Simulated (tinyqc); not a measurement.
Admittance spectroscopy of a deep trap: one step of the calculation.

Schottky contact on an n-type layer with shallow donors Nd (all ionised) and a donor-like deep trap, neutral when filled and positive when empty; depletion approximation. Traps within lam of the depletion edge stay filled. The traps at xt = W - lam, where the level crosses the Fermi level, follow a slow signal and not a fast one. w = 2 pi f.

Task. Widths and limiting capacitances. lam = sqrt(2 eps0 eps_r (EF - ET)/(q Nd)), EF - ET = Et - (kB T/q) ln(Nc(T)/Nd), Nc(T) = Nc (T/300 K)^1.5. In the steady state at the band bending V, 2 eps0 eps_r V/q = Nd W^2 + Nt (W - lam)^2 (the second term only if W > lam). V = Vbi + Vr. C_HF = eps0 eps_r/W, C_LF = eps0 eps_r (Nd + Nt)/(Nd W + Nt xt).

Inputs (values chosen for the exercise); material values close to those of 4H silicon carbide: relative permittivity eps_r = 9.79; conduction-band density of states at 300 K Nc = 1.67e19 cm^-3; shallow donor density Nd = 1.3e16 cm^-3; built-in voltage Vbi = 1.04 V; depth of the trap below the conduction edge Et = 0.45 eV; trap density Nt = 5.8e15 cm^-3; reverse bias Vr = 1 V; temperature T = 247 K.

Constants: q = 1.602176634e-19 C, kB = 1.380649e-23 J/K, eps0 = 8.8541878128e-14 F/cm where lengths are in cm. Results are converted to the units shown.

Give: lam; W; xt; C_HF; C_LF.

Result.

lam = 159.0 nm
W = 383.8 nm
xt = 224.7 nm
C_HF = 22.59 nF/cm^2
C_LF = 25.90 nF/cm^2

The step is 14.7 % of C_HF.

Program tinyqc, `OMP_NUM_THREADS=1 python tinyqc.py 2050048 2050049 out.jsonl`; Intel Xeon 2.30GHz, shared host, one thread, about 0.01 s.
